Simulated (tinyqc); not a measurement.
# A discretised effective-mass wire between two leads, recursive Green functions: what changes with what

Finite differences on a grid of step a give a chain with hopping -t, t = C/(m a^2), C = hbar^2/(2 m0), and site energies 2 t + U_i for the N = 5 sites of the device; the semi-infinite leads have site energy 2 t. Each slice is one site, and V = -t couples neighbouring slices.

Values chosen for this exercise:
```
symbol,value,unit,meaning
m,0.025,m0,effective mass
a,0.84,nm,grid step
U,"[0, 1.05, 1.4, 1.05, 0]",eV,potential on the sites 1 to N
E,0.361,eV,energy above the band bottom of the leads
```

Constants: q = 1.602176634e-19 C, hbar = 1.054571817e-34 J s, m0 = 9.1093837015e-31 kg, hbar^2/(2 m0) = 0.0380998212 eV nm^2. Results are converted to the units shown.

Each table varies one quantity; the others keep the values above.

## Transmission against energy

Sigma = t^2 g(E - 2 t), g(x) = (x - i sqrt(4 t^2 - x^2))/(2 t^2) for |x| < 2 t and (x - sign(x) sqrt(x^2 - 4 t^2))/(2 t^2) otherwise; Gamma = i (Sigma - Sigma^dagger); both leads give the same. Forward pass: g_1 = (E - H_1 - Sigma)^(-1), g_i = (E - H_i - V g_(i-1) V^dagger)^(-1), with Sigma also subtracted on the last slice; G_(i,1) = g_i V G_(i-1,1), starting from g_1. H_i is the block of slice i, its site energy. T(E) = Tr[Gamma G_(N,1) Gamma G_(N,1)^dagger].

Transmission against energy:
```
E (eV)  open modes      T(E)  T(E) per open mode
0.042            1  0.009584            0.009584
0.272            1   0.06879             0.06879
0.502            1    0.1396              0.1396
0.732            1    0.2218              0.2218
0.961            1    0.3132              0.3132
1.191            1    0.4118              0.4118
1.421            1    0.5130              0.5130
1.651            1    0.6118              0.6118
1.881            1    0.7036              0.7036
2.111            1    0.7843              0.7843
2.34             1    0.8513              0.8513
2.57             1    0.9043              0.9043
2.8              1    0.9436              0.9436
```

What does the comparison show?

T(E) lies between 0.00958 (E = 0.042 eV) and 0.944 (E = 2.8 eV) in these rows. The leads offer 1 open mode(s), of which the mean share 0.50 is transmitted. In 7 of the 13 rows E exceeds 0.6 t, where the lattice band lies more than 5 % below the parabola at the same k, so the grid is coarse for a continuum model.

## Convergence with the grid step

A flat barrier of height U0 = 1.4 eV and width d = 3.36 nm is laid on n sites with a = d/n (U = U0 on each, N = n). The continuum value is 1/[1 + U0^2 sinh^2(K d)/(4 E (U0 - E))], K = sqrt(m (U0 - E)/C) (sin and k above the barrier).

Results:
```
n     a (nm)   t (eV)      T(E)  error (%)
1     3.3600  0.13499  0.031910        169
2     1.6800  0.53996  0.021062       77.4
4    0.84000   2.1599  0.014141       19.1
8    0.42000   8.6394  0.012431       4.73
16   0.21000   34.558  0.012010       1.18
64  0.052500   552.92  0.011879     0.0736
```

Estimate the missing row, n = 32.

Computed row:
```
n    a (nm)  t (eV)      T(E)  error (%)
32  0.10500  138.23  0.011905      0.294
```

With this row back in the table: The continuum value is 0.011870. The error goes from 170 % to 0.074 %, and the last halving of a cuts it by a factor of 4.0: second order, since the lattice band 2 t (1 - cos ka) departs from the parabola at order (ka)^4.

tinyqc, about 0.01 s, one thread, Intel Xeon 2.30GHz (shared host): `OMP_NUM_THREADS=1 python tinyqc.py 2660011 2660012 out.jsonl`
